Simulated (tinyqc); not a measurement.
# Worked calculation: gate-all-around wire, scale length and short-channel effects

tinyqc, about 0.01 s, one thread, Intel Xeon 2.30GHz (shared host): `OMP_NUM_THREADS=1 python tinyqc.py 2420142 2420143 out.jsonl` Printed values are rounded.

A round wire of diameter ts in an insulator shell of thickness ti under a surrounding gate. Below threshold the potential that source and drain add obeys Laplace's equation and vanishes on the gate. Its lowest mode decays along the channel as exp(-k y); k is the smallest positive root of the matching condition at the interface, and the scale length is Lambda = pi/k.

Inputs (values chosen for the exercise); permittivities: semiconductor made up, insulator close to that of silicon dioxide:
- T = 293 K (temperature)
- eps_r = 10.5 (relative permittivity of the semiconductor)
- ei = 3.93 (relative permittivity of the insulator)
- ti = 2.3 nm (insulator thickness)
- ts = 7.9 nm (wire diameter)
- L = 28 nm (channel length)
- Vbi = 0.94 V (potential of the source)
- sT = 0.67 V (potential of the barrier top at threshold)
- VTL = 0.3 V (long-channel threshold)
- m = 1 (long-channel body factor)
- Vds = 0.6 V (drain voltage)

Constants: q = 1.602176634e-19 C, kB = 1.380649e-23 J/K, Vt = kB T/q. Results are converted to the units shown.

## Scan of the matching condition

k, point 0 to 7 (1/nm): 0.0525  0.105  0.1575  0.21  0.2625  0.315  0.3675  0.42

f(k) = ei J0(u)[J1(u) Y0(v) - Y1(u) J0(v)] - eps_r J1(u)[J0(u) Y0(v) - Y0(u) J0(v)], u = k ts/2, v = u + k ti.

f(k), point 0 to 7: 11.5447  5.0144  2.5486  1.1492  0.2276  -0.4073  -0.8364  -1.1029

The first change of sign lies between k = 0.2625 and 0.315 1/nm.

## Iteration 1: decay constant by Newton steps

k at the start = 0.2625 1/nm

f(k) = ei J0(u)[J1(u) Y0(v) - Y1(u) J0(v)] - eps_r J1(u)[J0(u) Y0(v) - Y0(u) J0(v)], u = k ts/2, v = u + k ti; f' by a central difference with +/- 1e-5 1/nm; k(new) = k - f/f'.

f = 0.227565
f' = -14.4654 nm
k after iteration 1 = 0.278232 1/nm

## Iteration 2: decay constant by Newton steps

As before.

f = 0.0120748
f' = -12.9577 nm
k after iteration 2 = 0.279164 1/nm

## Course of the iteration: decay constant by Newton steps

Stop when k changes by less than 1e-10 1/nm, or after 30 iterations.

Course of the iteration:
```
iteration  k (1/nm)  |change| (1/nm)
1          0.278232           0.0157
2          0.279164          9.32e-4
3          0.279167          3.06e-6
4          0.279167         3.28e-11
```

Converged in 4 iterations. At the end the number of correct digits about doubles with each step.

## Scale length against simple estimates

k = 0.279167 1/nm

Lambda = pi/k and l = 1/k. A parabolic potential across the structure gives l(parabolic) = sqrt([2 eps_r ts^2 ln(1 + 2 ti/ts) + ei ts^2]/(16 ei)).

Lambda = 11.2535 nm
l = 3.58209 nm
l(parabolic) = 3.66944 nm

The parabolic estimate is 2.4 % above l.

## Threshold shift, barrier position and swing

Along the channel psi(y) = s + a exp(y/l) + b exp(-y/l) with psi(0) = Vbi, psi(L) = Vbi + Vds and l = 1/k = Lambda/pi; with A = Vbi - s, B = A + Vds, x = exp(-L/l): a = (B - A x) x/(1 - x^2), b = (A - B x)/(1 - x^2). The minimum is s + 2 sqrt(a b), at y = (l/2) ln(b/a). The long-channel potential follows the gate as s = sT + (Vg - VTL)/m, and the threshold VT is the gate voltage at which the minimum equals sT. Swing = m Vt ln 10/g at threshold, g = d(minimum)/ds = 1 - (b x + a)/((1 + x) sqrt(a b)).

s at threshold = 0.649599 V
a = 3.58752e-4 V
b = 0.290043 V
position of the minimum = 11.9913 nm
VT = 0.279599 V
swing = 60.9796 mV/decade

The threshold lies 20.4 mV below the long-channel value, and the barrier top sits at 0.43 L from the source.
